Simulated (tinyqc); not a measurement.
BCS gap equation with a constant attraction inside the Debye window: one step, computed by the program tinyqc.

Pairs attract with strength V for |xi| < k_B Theta; N(0) is the density of states for one spin. Energies are given as temperatures (E/k_B, in K) unless marked.

Problem. A tunnel junction of this metal. Ambegaokar-Baratoff: I_c R_n = (pi Delta/(2e)) tanh(Delta/2T); Josephson energy E_J = hbar I_c/(2e), given as E_J/h; inductance hbar/(2 e I_c); thermal quasiparticle fraction x = n_qp/(2 N(0) Delta) = sqrt(2 pi T/Delta) exp(-Delta/T), valid for T well below Delta.

Inputs (values chosen for the exercise, modelled on indium): Debye temperature Theta = 110 K; temperature T = 0.922 K; junction resistance R_n = 5.6 kilo-ohm.

Solver: secant.

Delta(T) = 6.024632 K

Constants: k_B = 8.617333262e-05 eV/K; hbar = 1.054571817e-34 J s; e = 1.602176634e-19 C; h = 6.62607015e-34 J s.

Give: I_c R_n; critical current I_c; E_J/h; Josephson inductance; quasiparticle fraction x.

Solution.

I_c R_n = 813.13 microvolt

critical current I_c = 145.20 nA

E_J/h = 72.120 GHz

Josephson inductance = 2.2665 nH

quasiparticle fraction x = 0.0014245
